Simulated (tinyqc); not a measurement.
Coherent transport through a tight-binding region between two chains, step by step. One step of it, computed by the program tinyqc.

Problem. Transmission at E = -0.17 eV. Surface Green function g = (E - i sqrt(4 t^2 - E^2)) / (2 t^2); self-energy tc^2 g on each contact site; G = (E - H - Sigma)^(-1); Gamma = -2 Im Sigma; T = Gamma_L Gamma_R |G_LR|^2; local density of states -Im G_ii / pi.

H of the central region (eV), lower triangle:
```
           1          2          3         4
1   0.000000
2  -0.800000   0.000000
3   0.000000  -0.500000   0.000000
4   0.000000   0.000000  -1.880000  0.000000
```

Leads: semi-infinite chains with site energy 0:

| parameter | value |
|---|---|
| lead hopping t (eV) | 1.010000 |
| coupling to the left lead (eV) | 0.990000 |
| coupling to the right lead (eV) | 0.700000 |
| left contact site | 1 |
| right contact site | 4 |

E = -0.170000 eV

Give: g; G; local density of states; transmission.

Solution.

g = -0.083-0.987i 1/eV

G (1/eV), lower triangle:
```
               1              2             3             4
1   0.240-0.117i
2   1.135-0.303i  -0.241-1.406i
3   0.002+0.084i   0.101+0.007i  0.031-0.132i
4  -0.302+0.088i   0.073+0.375i  0.508-0.014i  0.026-0.101i
```

local density of states (1/eV): 0.037  0.448  0.042  0.032

transmission = 0.185
